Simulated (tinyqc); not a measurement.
MOS capacitor with interface traps: C-V stretch-out, conductance peak and subthreshold swing: one step, computed by the program tinyqc. Command: `OMP_NUM_THREADS=1 python tinyqc.py 3029670 3029671 out.jsonl mostraps walk`. One thread of a shared host (Intel(R) Xeon(R) Processor @ 2.30GHz), about 0.01 s of CPU time with the checks.

Energies at the interface are counted from the valence band. psi > 0 means bending towards depletion, so the surface potential is -psi. Boltzmann statistics, full ionisation, no quantum confinement. Traps are neutral when filled up to E_n, with a sharp (zero-temperature) occupation.

Question. Substrate and insulator. N_c = 2 M_c (2 pi m_e k_B T/h^2)^(3/2) and N_v = 2 (2 pi m_h k_B T/h^2)^(3/2), masses in units of m_0. n_i = sqrt(N_c N_v) exp(-E_g/2 k_B T); E_F = E_g - k_B T ln(N_c/N); phi_B = (k_B T/e) ln(N/n_i); L_D = sqrt(eps_s eps_0 k_B T/(e^2 N)); C_ox = eps_ox eps_0/t_ox.

Inputs (values chosen for the exercise, modelled on germanium, with an insulator like Al2O3):
```
quantity                     value   unit
gap E_g                      0.651     eV
electron mass m_e            0.226    m_0
valleys M_c                      4      -
hole mass m_h                0.331    m_0
dielectric constant eps_s       16      -
doping N                   1.5e+15  cm^-3
insulator constant eps_ox     9.19      -
insulator thickness t_ox        23     nm
temperature T                  200      K
```

Substrate: n-type. Trap spectrum: U-shaped.

Constants: m_0 = 9.1093837015e-31 kg; k_B = 1.380649e-23 J/K; h = 6.62607015e-34 J s; k_B = 8.617333262e-05 eV/K; eps_0 = 8.8541878128e-12 F/m; e = 1.602176634e-19 C.

Give: k_B T; n_i; bulk E_F; phi_B; Debye length L_D; C_ox; effective density of states of the majority band.

Answer.

k_B T = 0.01723 eV

n_i = 2.453e+10 cm^-3

bulk E_F = 0.5084 eV

phi_B = 0.1899 V

Debye length L_D = 100.8 nm

C_ox = 0.3538 microF/cm^2

effective density of states of the majority band = 5.870e+18 cm^-3
